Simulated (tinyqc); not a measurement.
Alloy A(1-x)B(x) by interpolation with bowing, step by step. Values are carried at full precision from step to step, so a last printed digit may differ when a step is redone from the rounded ones.

Each gap follows E(x) = (1 - x) E_A + x E_B - C x (1 - x); the lattice constant follows Vegard, a(x) = (1 - x) a_A + x a_B.

Constants: hc = 1239.841984 eV nm; kB = 8.617333262e-05 eV/K.

Inputs chosen for the exercise (A near InSb, B near InAs; not measured data): a = (6.473, 6.058) angstrom (lattice constant of A, B); x = 0.77 (fraction of B); Eg = (0.236, 0.421) eV (gap at Gamma to the s-like level of A, B); EgX = (0.638, 1.433) eV (gap to the lowest valley along Gamma-X of A, B); EgL = (0.921, 1.142) eV (gap to L of A, B); C = (0.678, 0.655, 0.674) eV (bowing of the Gamma, X and L gaps); Dso = (0.812, 0.395) eV (spin-orbit splitting of A, B); Ep = (23, 21.4) eV (Kane energy of A, B); me = (0.0136, 0.0257) m0 (electron mass at Gamma of A, B); Cs = 1.37 eV (bowing of Dso); md = (0.0147, 1, 0.45) m0 (density-of-states masses of Gamma, all X and all L valleys); T = 300 K (temperature).

## Gaps and lattice constant at x

Also give the wavelength hc/E of the lowest gap.

a(x) = 6.1535 angstrom

linear parts (eV): Gamma 0.3785, X 1.2502, L 1.0912

bowing terms C x (1 - x) (eV): Gamma 0.1201, X 0.1160, L 0.1194

gaps (eV): Gamma 0.2584, X 1.1341, L 0.9718

wavelength of the lowest gap = 4798.6 nm

The lowest valley is Gamma, so the gap is direct; the next, L, lies 713 meV higher.

## Where the valleys cross

The difference of two gaps is a quadratic q2 x^2 + q1 x + q0 with q2 = C_i - C_j, q1 = (E_B - E_A - C)_i - (E_B - E_A - C)_j, q0 = E_A,i - E_A,j; give its roots between 0 and 1 (a dash: none).

Crossings:
```
pair         q2      q1      q0  first root  second root
Gamma-X   0.023  -0.633  -0.402           -            -
Gamma-L   0.004  -0.040  -0.685           -            -
X-L      -0.019   0.593  -0.283      0.4848            -
```

The lowest valley is Gamma at every x. The other crossings lie above the lowest valley.

## Electron mass of the alloy

Mass at Gamma from the Kane formula 1/m = F + Ep (Eg + 2 Dso/3)/(Eg (Eg + Dso)). F is fixed by the masses of A and B and interpolated linearly, as is Ep; Eg and Dso carry their bowing.

Compare with the linear interpolation of the masses.

F of A, B: [1.2421, -3.7189]

Ep, Eg, Dso at x (eV): [21.7680, 0.2584, 0.2483]

m(x) from the Kane formula = 0.0147 m0
m(x) linear = 0.0229 m0

The Kane value lies 35.7 % below the linear one.

## Shares of the electrons in the valleys

Non-degenerate: n_i proportional to md_i^(3/2) exp(-E_i/kT).

md^(3/2): Gamma 0.0018, X 1.0000, L 0.3019

(E - E_min)/kT: Gamma 0.00, X 33.88, L 27.60

shares: Gamma 1.000, X 0.000, L 0.000

Gamma holds most electrons (100.0 %).

## Checks

- The X and L gaps at their crossing x = 0.4848 (eV): both 0.8598.

Computed by tinyqc, a small Python program: `OMP_NUM_THREADS=1 python tinyqc.py 1050806 1050807 out.jsonl` (the numbers bound the seed that draws the inputs); one thread of a shared host (Intel(R) Xeon(R) Processor @ 2.30GHz), about 0.01 s for the whole set of steps.
